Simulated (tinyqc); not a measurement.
Exact and approximate size effects: heat flow across a film from the phonon Boltzmann equation in the relaxation-time approximation. Computed by tinyqc, a small Python program. Command: `OMP_NUM_THREADS=1 python tinyqc.py 3023112 3023113 out.jsonl slabbte walk`. One thread of a shared host (Intel(R) Xeon(R) Processor @ 2.30GHz), about 0.01 s of CPU time with the checks.

Two black walls, hot at x = 0 and cold at x = L, emit phonons isotropically. For one free path Lambda, with tau = x/Lambda, tau_L = L/Lambda and phi = (T - T_cold)/Delta T, energy balance gives phi(tau) = (1/2) [E2(tau) + int_0^tau_L phi(s) E1(|tau - s|) ds]; E_n are the exponential integrals. The flux over the ballistic flux C v Delta T/4 is psi = 1 - 2 int_0^tau_L phi(s) E2(s) ds, and kappa_eff/kappa = (3/4) tau_L psi. kappa = C v Lambda/3 is an input, so at fixed kappa a longer free path means a smaller C v.

Inputs (values chosen for the exercise, modelled on silicon): free path Lambda_1 = 130 nm; free path Lambda_2 = 930 nm; share f_2 of kappa = 0.4.

Free-path groups: two.

Method:
- Cut the film into n equal cells with constant phi, collocated at the centres c_i: the kernel integrates to A_ij = |E2(|c_i - e_j|) - E2(|c_i - e_(j+1)|)|/2 for cell edges e_j, and A_ii = 1 - E2(half a cell); solve (1 - A) phi = E2(c)/2; psi = 1 - 2 sum_j phi_j [E3(e_j) - E3(e_(j+1))].
- Each group is solved on its own with 150 and 300 cells, psi = (4 psi(300) - psi(150))/3, and weighted by its share of kappa (f_1 is what the others leave); exchange of energy between groups inside the film is left out.
- Two-flux: kappa_eff/kappa = sum f_i/(1 + 4 Lambda_i/(3 L)). Matthiessen with the thickness: sum f_i/(1 + Lambda_i/L). Ballistic limit: sum f_i 3 L/(4 Lambda_i).

Kappa_eff/kappa:
```
L (nm)  Boltzmann  two-flux  Matthiessen  ballistic limit
3.9      0.014374  0.014457     0.019146         0.014758
13       0.045344  0.046011     0.060060         0.049194
32        0.10109   0.10357      0.13182          0.12109
78        0.20352   0.20988      0.25595          0.29516
200       0.36666   0.37698      0.43443          0.75682
520       0.55712   0.56818      0.62345           1.9677
1300      0.72418   0.73414      0.77864           4.9194
3200      0.85052   0.85746      0.88650           12.109
```

What does the comparison show, and why?

The two-flux formula lies above the Boltzmann result by at most about 3.1 % (at L = 78 nm); the Matthiessen form is high by up to 33 %, since it misses the factor 3/4 of the ballistic limit. The thinnest film reaches 97 % of that limit, and the thickest, 25 Lambda_1, only 85 % of the bulk value: the long free paths keep the size effect alive far beyond Lambda_1. Rows below about 10 nm are near the phonon wavelength, where a particle picture fails.
